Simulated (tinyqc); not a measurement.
Inversion layer as a triangular well, valleys of the Ge type, step by step. Values are carried at full precision from step to step, so a last printed digit may differ when a step is redone from the rounded ones.

Four ellipsoidal valleys (eight halves) with their long axes along <111>, mass ml along the axis and mt across it. For a valley whose axis makes the angle theta with the surface normal, 1/m_z = cos^2(theta)/ml + sin^2(theta)/mt sets the confinement; in the plane the masses are m_1 = mt and m_2 = ml mt/m_z, and m_d = sqrt(m_1 m_2). The Gamma and Delta valleys are left out; the heavy Delta valleys, about 0.18 eV up, can lie lowest under strong confinement.

Constants: e^2/(4 pi eps0) = 14.39964547 eV angstrom; hbar^2/2m0 = 3.80998211 eV angstrom^2; kB = 8.617333262e-05 eV/K.

Values chosen for the exercise (near those of Ge; the results hold for these values, not for the real material): ml = 1.571 m0 (longitudinal mass); mt = 0.083 m0 (transverse mass); face = 100 (surface); eps = 15.7 (dielectric constant); Ns = 9.5 x 1e12/cm^2 (electron sheet density); Nd = 2.1 x 1e12/cm^2 (depletion charge); eta = 0.75 (share of Ns in the effective field); T = 300 K (temperature); tox = 20 angstrom (SiO2-equivalent oxide thickness).

## Valley masses on the (100) face

Group the valleys by their angle to the normal, heaviest m_z first.

Valleys (masses in m0):
```
valleys g  cos^2(theta)     m_z     m_1     m_2     m_d
4                0.3333  0.1213  0.0830  1.0750  0.2987
```

All valleys are equivalent on this face.

## Effective field

The field is taken as constant, e F = 4 pi (e^2/4 pi eps0)(Nd + eta Ns)/eps, with 1e12/cm^2 = 1e-4/angstrom^2, and the oxide as a hard wall at z = 0; c = hbar^2/2m0.

Find e F, and F in MV/cm (1 MV/cm = 0.01 V/angstrom).

e F = 0.0106323 eV/angstrom
F = 1.0632 MV/cm

## Subband ladders

Level j of a valley lies at E_j = a_j (c (e F)^2/m_z)^(1/3) above the band edge at the surface, with the Airy zeros a_j = 2.338107, 4.087949, 5.520560, 6.786708, 7.944134, 9.022651, 10.040174, 11.008524, 11.936016, 12.828777, and has <z> = 2 E_j/(3 e F).

The ten lowest levels of all groups of valleys together, j = 0, 1, ..., c = hbar^2/2m0; primes mark the groups with lighter m_z.

Subbands:
```
label  valleys g  m_d (m0)  E (eV)  <z> (angstrom)
0              4    0.2987  0.3567           22.37
1              4    0.2987  0.6237           39.10
2              4    0.2987  0.8422           52.81
3              4    0.2987  1.0354           64.92
4              4    0.2987  1.2120           75.99
5              4    0.2987  1.3765           86.31
6              4    0.2987  1.5317           96.04
7              4    0.2987  1.6795          105.31
8              4    0.2987  1.8210          114.18
9              4    0.2987  1.9572          122.72
```

The second subband is 1, 267.0 meV above the first. Levels above about 0.5 eV lie beyond parabolic valleys.

## Fermi level and populations

Subband i holds n_i = g m_d/(2 pi c) kB T ln(1 + exp((EF - E_i)/kB T)) (spin included), and EF is fixed by sum n_i = Ns over the levels listed or, where none are listed, over j = 0 to 9 of each group; 1e12/cm^2 = 1e-4/angstrom^2.

Solve for EF; c = hbar^2/2m0. The mean distance is sum n_i <z>_i/Ns.

EF = 0.3589 eV

Populations:
```
label  (EF - E)/kB T  n (1e12/cm^2)  share (%)
0               0.08          9.500      100.0
1             -10.24          0.000        0.0
2             -18.70          0.000        0.0
3             -26.17          0.000        0.0
4             -33.00          0.000        0.0
5             -39.36          0.000        0.0
6             -45.37          0.000        0.0
7             -51.08          0.000        0.0
8             -56.56          0.000        0.0
9             -61.82          0.000        0.0
```

mean distance from the surface = 22.37 angstrom

The lowest subband holds 100.0 % of the electrons and is partly degenerate (EF within a few kB T of its edge).

## Effect on the gate capacitance

The charge sits at the mean distance <z> from the surface, which adds (3.9/eps) <z> to the oxide thickness; C/Cox = tox/(tox + 3.9 <z>/eps). The density-of-states term is left out.

added thickness = 5.56 angstrom
C/Cox = 0.783

## Checks

- Lowest level by finite differences against the Airy formula, eV: both 0.3567.

Computed by tinyqc, a small Python program: `OMP_NUM_THREADS=1 python tinyqc.py 1252205 1252206 out.jsonl` (the numbers bound the seed that draws the inputs); one thread of a shared host (Intel(R) Xeon(R) Processor @ 2.30GHz), about 0.01 s for the whole set of steps.
